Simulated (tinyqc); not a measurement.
Worked calculation: Pariser-Parr-Pople SCF with singles CI, for the molecule O=c1cccccc1 (SMILES; centres numbered as the heavy atoms are written). One step of it, computed by the program tinyqc.

Problem. Iteration 1: Fock matrix. F_rr = H_rr + P_rr gamma_rr / 2 + sum_(s != r) P_ss gamma_rs; F_rs = H_rs - P_rs gamma_rs / 2; E = tr P (H + F) / 2 + core repulsion sum_(r<s) z_r z_s gamma_rs.

P at the start:
```
           1O         2C         3C         4C         5C         6C         7C         8C
1O   1.350402   0.663692  -0.358969  -0.175910   0.241998   0.241998  -0.175910  -0.358969
2C   0.663692   1.269517   0.470195   0.004353  -0.149449  -0.149449   0.004353   0.470195
3C  -0.358969   0.470195   1.144634   0.717049   0.110142  -0.228853  -0.218988   0.050200
4C  -0.175910   0.004353   0.717049   0.765617   0.537863   0.247930  -0.034946  -0.218988
5C   0.241998  -0.149449   0.110142   0.537863   0.779789   0.674788   0.247930  -0.228853
6C   0.241998  -0.149449  -0.228853   0.247930   0.674788   0.779789   0.537863   0.110142
7C  -0.175910   0.004353  -0.218988  -0.034946   0.247930   0.537863   0.765617   0.717049
8C  -0.358969   0.470195   0.050200  -0.218988  -0.228853   0.110142   0.717049   1.144634
```

core matrix H (eV):
```
            1O          2C          3C          4C          5C          6C          7C          8C
1O  -50.449045   -2.800000    0.000000    0.000000    0.000000    0.000000    0.000000    0.000000
2C   -2.800000  -52.996033   -2.670000    0.000000    0.000000    0.000000    0.000000   -2.670000
3C    0.000000   -2.670000  -50.409574   -2.670000    0.000000    0.000000    0.000000    0.000000
4C    0.000000    0.000000   -2.670000  -48.604356   -2.670000    0.000000    0.000000    0.000000
5C    0.000000    0.000000    0.000000   -2.670000  -47.990711   -2.670000    0.000000    0.000000
6C    0.000000    0.000000    0.000000    0.000000   -2.670000  -47.990711   -2.670000    0.000000
7C    0.000000    0.000000    0.000000    0.000000    0.000000   -2.670000  -48.604356   -2.670000
8C    0.000000   -2.670000    0.000000    0.000000    0.000000    0.000000   -2.670000  -50.409574
```

repulsion gamma_rs (eV):
```
           1O         2C         3C         4C         5C         6C         7C         8C
1O  15.200000   8.105103   5.514497   3.712060   3.095413   3.095413   3.712060   5.514497
2C   8.105103  11.130000   7.554085   5.078081   4.233299   4.233299   5.078081   7.554085
3C   5.514497   7.554085  11.130000   7.553271   5.079867   4.234084   4.233612   5.080158
4C   3.712060   5.078081   7.553271  11.130000   7.554938   5.079247   4.233148   4.233612
5C   3.095413   4.233299   5.079867   7.554938  11.130000   7.553862   5.079247   4.234084
6C   3.095413   4.233299   4.234084   5.079247   7.553862  11.130000   7.554938   5.079867
7C   3.712060   5.078081   4.233612   4.233148   5.079247   7.554938  11.130000   7.553271
8C   5.514497   7.554085   5.080158   4.233612   4.234084   5.079867   7.553271  11.130000
```

Centres (angstrom, eV; a flat drawing with bonds scaled to 1.40 angstrom):

| centre | x | y | core charge z | W | gamma_rr |
|---|---|---|---|---|---|
| 1O | 2.637000 | 0.000000 | 1 | 17.700000 | 15.200000 |
| 2C | 1.237000 | 0.000000 | 1 | 11.160000 | 11.130000 |
| 3C | 0.629000 | 1.261000 | 1 | 11.160000 | 11.130000 |
| 4C | -0.736000 | 1.573000 | 1 | 11.160000 | 11.130000 |
| 5C | -1.830000 | 0.700000 | 1 | 11.160000 | 11.130000 |
| 6C | -1.830000 | -0.700000 | 1 | 11.160000 | 11.130000 |
| 7C | -0.736000 | -1.573000 | 1 | 11.160000 | 11.130000 |
| 8C | 0.629000 | -1.261000 | 1 | 11.160000 | 11.130000 |

Give: F; pi energy.

Solution.

F (eV):
```
         1O       2C       3C       4C       5C       6C       7C       8C
1O  -6.7607  -5.4896   0.9898   0.3265  -0.3745  -0.3745   0.3265   0.9898
2C  -5.4896  -3.3148  -4.4459  -0.0111   0.3163   0.3163  -0.0111  -4.4459
3C   0.9898  -4.4459  -4.9008  -5.3780  -0.2798   0.4845   0.4636  -0.1275
4C   0.3265  -0.0111  -5.3780  -6.2996  -4.7018  -0.6296   0.0740   0.4636
5C  -0.3745   0.3163  -0.2798  -4.7018  -7.8724  -5.2186  -0.6296   0.4845
6C  -0.3745   0.3163   0.4845  -0.6296  -5.2186  -7.8724  -4.7018  -0.2798
7C   0.3265  -0.0111   0.4636   0.0740  -0.6296  -4.7018  -6.2996  -5.3780
8C   0.9898  -4.4459  -0.1275   0.4636   0.4845  -0.2798  -5.3780  -4.9008
```

pi energy = -111.3590 eV
